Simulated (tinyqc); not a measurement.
Donor in an ellipsoidal valley (Kohn-Luttinger variational method): one step, computed by the program tinyqc. Command: `OMP_NUM_THREADS=1 python tinyqc.py 3001984 3001985 out.jsonl kohnlutt walk`. One thread of a shared host (Intel(R) Xeon(R) Processor @ 2.30GHz), about 0.04 s of CPU time with the checks.

H = -(d^2/dx^2 + d^2/dy^2) - gamma d^2/dz^2 - 2/r in units built on m_t, with gamma = m_t/m_l and z along the valley axis. One valley; no valley-orbit or central-cell term.

Task: Effective units. Ry* = Ry m_t/eps^2, a* = a_0 eps/m_t, gamma = m_t/m_l.

Inputs (values chosen for the exercise, for a model semiconductor): transverse mass m_t = 0.159 m_0; longitudinal mass m_l = 0.256 m_0; dielectric constant eps = 5.49.

Constants: Ry = 13.605693123 eV; a_0 = 0.529177210903 angstrom.

Give: Ry*; a*; gamma.

Result:

Ry* = 71.77 meV

a* = 18.27 angstrom

gamma = 0.6211
